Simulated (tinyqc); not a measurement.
# Phonon and roughness prefactors from two fields

Question. At 300 K and high field 1/mu = E^(1/3)/Ap + E^gs/As, E in MV/cm. Find Ap and As.

Values chosen for this exercise: exponent of the roughness term gs = 2.

mu at E = 0.44 and 1.06 MV/cm (cm^2/(V s)): [474.08823, 280.90607]

Solution. Two linear equations in 1/Ap and 1/As.

Ap = 391.0 cm^2/(V s)
As = 1180 cm^2/(V s)

Numbers from tinyqc (`OMP_NUM_THREADS=1 python tinyqc.py 2510020 2510021 out.jsonl`; about 0.01 s on one thread of a shared Intel Xeon 2.30GHz).
